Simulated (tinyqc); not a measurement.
From one set of inputs to another, one input at a time: thermal, flicker and telegraph noise of a field-effect transistor. Computed by tinyqc, a small Python program. Command: `OMP_NUM_THREADS=1 python tinyqc.py 3026565 3026566 out.jsonl noise ladder`. One thread of a shared host (Intel(R) Xeon(R) Processor @ 2.30GHz), about 0.01 s of CPU time with the checks.

Strong inversion, threshold roll-off and channel-length modulation left out; noise sources are uncorrelated and are given as one-sided spectral densities.

The inputs printed are set A. Set A is modelled on a silicon n-channel; the values taken over come from a set modelled on a high-k silicon transistor. Inputs not listed in the table keep their values of set A, so the rows need not describe a real material.

Inputs (values chosen for the exercise, modelled on a silicon n-channel): width W = 22 micrometre; length L = 820 nm; electrical oxide thickness t = 1.6 nm; mobility mu = 220 cm^2/(V s); saturation velocity v_s = 1 1e7 cm/s; overdrive V_ov = 0.21 V; thermal noise factor gamma = 0.667; oxide trap density N_t = 7.2e+15 1/(eV cm^3); oxide barrier phi = 1.8 eV; oxide mass m_ox = 0.49 m_0; frequency f = 4000 Hz; temperature T = 300 K.

Operating region: saturation. Flicker model: number fluctuation.

Constants: eps_0 = 8.8541878128e-12 F/m; hbar = 1.054571817e-34 J s; m_0 = 9.1093837015e-31 kg; e = 1.602176634e-19 C; k_B = 8.617333262e-05 eV/K; k_B = 1.380649e-23 J/K.

Method:
- C_ox = 3.9 eps_0/t; V_c = 2 v_s L/mu; I = W C_ox v_s V_ov^2/(V_ov + V_c); g_m = W C_ox v_s V_ov (V_ov + 2 V_c)/(V_ov + V_c)^2; g_d0 = mu C_ox (W/L) V_ov.
- Tunnelling length lambda = hbar/(2 sqrt(2 m_ox phi)); flat-band noise S_Vfb = e^2 k_B T lambda N_t/(W L C_ox^2 f). S_I = g_m^2 S_Vfb.
- Thermal: S_I = 4 k_B T gamma g_d0; input-referred S_V = S_I/g_m^2; corner f_c where flicker equals thermal.
- Total input noise from 1 Hz to f_c: sqrt(S_V,thermal [f_c ln(f_c/1 Hz) + f_c - 1 Hz]).

Each row keeps all changes above it:
```
input moved                              from       to  corner frequency f_c (Hz)  input-referred thermal noise (nV/sqrt(Hz))  g_m (microsiemens)
set A                                       -        -                 1.3163e+04                                      2.1187              2566.2
width W (micrometre)                       22      1.1                 1.3163e+04                                      9.4753               128.3
temperature T (K)                         300      200                 1.3163e+04                                      7.7366               128.3
oxide barrier phi (eV)                    1.8      2.8                 1.0554e+04                                      7.7366               128.3
oxide trap density N_t (1/(eV cm^3))  7.2e+15  3.7e+16                 5.4236e+04                                      7.7366               128.3
overdrive V_ov (V)                       0.21     0.45                 1.0602e+05                                      5.5334               262.6
electrical oxide thickness t (nm)         1.6      1.4                 9.2770e+04                                      5.1760               300.1
mobility mu (cm^2/(V s))                  220       89                 4.1591e+04                                      7.7304               127.8
```

Which inputs carry the difference?

Corner frequency f_c goes from 13200 to 41600, a factor 3.16 in all. The largest single move comes from oxide trap density N_t (a factor 5.14), and mobility mu works against it (a factor 0.448). Input-referred thermal noise goes from 2.12 to 7.73, a factor 3.65 in all. The largest single move comes from width W (a factor 4.47), and overdrive V_ov works against it (a factor 0.715). g_m goes from 2570 to 128, a factor 0.0498 in all. The largest single move comes from width W (a factor 0.0500), and overdrive V_ov works against it (a factor 2.05). The single moves hold for this order of the switches; the total does not depend on the order.

Caution (all rows): fewer than one trap per decade of time constant is active, so one device shows telegraph steps and the 1/f law is only a mean over many devices.

Extremes, crossings and ranges named in words are read from the listed rows.
